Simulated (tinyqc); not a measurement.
Worked calculation: plane-wave Kohn-Sham cycle with exchange-only LDA in a layered model solid. One step of it, computed by the program tinyqc.

Task: Iteration 1: potential. V_H(G) = 4 pi rho(G)/G^2 for G != 0 (uniform background); v_x = -(3 rho/pi)^(1/3); V = V_ext + V_H + v_x; Fourier components f(G_m) = (1/N) sum_j f(x_j) exp(-i G_m x_j).

A solid whose potential varies along x alone (atomic units):
```
parameter                      value
period a                    9.100000
cross-section of the cell  40.000000
electrons per cell                 2
grid points                       16
plane waves -n..n, n               2
k points                           2
V1 in V1 cos(2 pi x/a)     -0.230000
```

density at the start, on the grid x_j = j a/N (e/bohr^3): 0.00549451  0.00549451  0.00549451  0.00549451  0.00549451  0.00549451  0.00549451  0.00549451  0.00549451  0.00549451  0.00549451  0.00549451  0.00549451  0.00549451  0.00549451  0.00549451

Give: Potentials on the grid; V(G_m), m = 0, 1, 2, ....

Result:

Potentials on the grid (hartree):
```
x         V_ext     V_H      v_x        V
0.0000  -0.2300  0.0000  -0.1738  -0.4038
0.5687  -0.2125  0.0000  -0.1738  -0.3863
1.1375  -0.1626  0.0000  -0.1738  -0.3364
1.7063  -0.0880  0.0000  -0.1738  -0.2618
2.2750        0  0.0000  -0.1738  -0.1738
2.8438   0.0880  0.0000  -0.1738  -0.0857
3.4125   0.1626  0.0000  -0.1738  -0.0111
3.9813   0.2125  0.0000  -0.1738   0.0387
4.5500   0.2300  0.0000  -0.1738   0.0562
5.1188   0.2125  0.0000  -0.1738   0.0387
5.6875   0.1626  0.0000  -0.1738  -0.0111
6.2562   0.0880  0.0000  -0.1738  -0.0857
6.8250        0  0.0000  -0.1738  -0.1738
7.3937  -0.0880  0.0000  -0.1738  -0.2618
7.9625  -0.1626  0.0000  -0.1738  -0.3364
8.5312  -0.2125  0.0000  -0.1738  -0.3863
```

V(G_m), m = 0, 1, 2, ... (hartree): -0.1738  -0.1150  0.0000  0.0000  0.0000
